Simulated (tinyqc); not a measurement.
Which input was changed? Model: ion-assisted plasma etching: sheath, surface coverage, synergy and aspect-ratio dependence. Computed by tinyqc, a small Python program. Command: `OMP_NUM_THREADS=1 python tinyqc.py 3009608 3009609 out.jsonl etch which`. One thread of a shared host (Intel(R) Xeon(R) Processor @ 2.30GHz), about 0.07 s of CPU time with the checks.

Radicals adsorb on bare sites; ions remove covered sites with a high yield and bare sites by sputtering; a slow spontaneous reaction acts everywhere, walls included.

Inputs (values chosen for the exercise, close to those used for silicon in a halogen plasma): plasma density n_e = 2e+11 1/cm^3; electron temperature T_e = 4.7 eV; ion mass M_i = 80 u; sheath voltage V = 290 V; radical density n = 2.3e+12 1/cm^3; radical mass M_n = 80 u; gas temperature T_g = 300 K; sticking coefficient s = 0.35; radicals per removed unit x = 2; yield slope b = 0.22 eV^(-1/2); threshold E_th = 4.6 eV; sputter slope b_p = 0.011 eV^(-1/2); sputter threshold E_p = 27 eV; spontaneous reaction probability k_c = 2.6e-05; solid density N = 5e+22 1/cm^3; ion temperature T_i = 0.47 eV; aspect ratio A = 2.4.

Feature: long trench.

Constants: e = 1.602176634e-19 C; u = 1.6605390666e-27 kg; k_B = 1.380649e-23 J/K; eps_0 = 8.8541878128e-12 F/m.

Method:
- Bohm speed u_B = sqrt(e T_e/M_i); ion flux G_i = 0.61 n_e u_B; radical flux G_n = n c/4 with c = sqrt(8 k_B T_g/(pi M_n)).
- Debye length lambda_D = sqrt(eps_0 T_e/(e n_s)) with n_s = 0.61 n_e, T_e in volts; Child-law sheath d = (sqrt2/3) lambda_D (2 V/T_e)^(3/4); ion energy E = V + T_e/2; angular spread = arctan(sqrt(T_i/E)).
- Yields: Y = b (sqrt(E) - sqrt(E_th)) on covered sites, Y_p = b_p (sqrt(E) - sqrt(E_p)) on bare ones (zero below threshold).
- Steady coverage: s G_n (1 - theta) = x Y G_i theta; removal flux = Y G_i theta + Y_p G_i (1 - theta) + k_c G_n; rate = flux/N, 1 cm/s = 6e8 nm/min.
- Lateral rate = k_c G_n/N; anisotropy = 1 - lateral/vertical; synergy = vertical/(ions alone + radicals alone), with ions alone Y_p G_i/N and radicals alone the lateral rate.
- Transmission of a long trench, rough form: K = (1 + ln(1 + A))/(1 + A + ln(1 + A)), walls that scatter diffusely without loss. With a loss probability S = s (1 - theta) at the floor, G_b/G_n = K/(K + S - K S); theta follows G_b, and the two are solved together. Ions are taken to reach the floor unshadowed; G_b replaces G_n in every term of the rate; A is depth over width.

Task: One of these inputs alone was changed, within the range given: plasma density n_e (1e+11 to 4e+11); sticking coefficient s (0.175 to 0.7); yield slope b (0.11 to 0.44); aspect ratio A (1.2 to 4.8). Which one, and to what value?

Results:
```
run     coverage theta  rate at the floor (nm/min)  sheath thickness (um)
before      0.02881710                    68.98397               805.3405
after       0.03426205                    68.72425               805.3405
```

Result:

Each candidate set to reproduce coverage theta, and what it then gives:
```
candidate                    range searched  value needed  rate at the floor (nm/min)  sheath thickness (um)
plasma density n_e (1/cm^3)  1e+11 to 4e+11      1.673e11                      61.446                 880.61
sticking coefficient s         0.175 to 0.7        0.4185                      72.098                 805.34
yield slope b (eV^(-1/2))      0.11 to 0.44        0.1840                      68.724                 805.34
aspect ratio A                   1.2 to 4.8     no effect                           -                      -
```

Only yield slope b fits every result: it went from 0.22 to 0.184 eV^(-1/2). The next best candidate, sticking coefficient s, misses one result by 4.9 %.

Caution: the trench transmission is an interpolation between the limits 1 and ln(A)/A, good to tens of per cent.
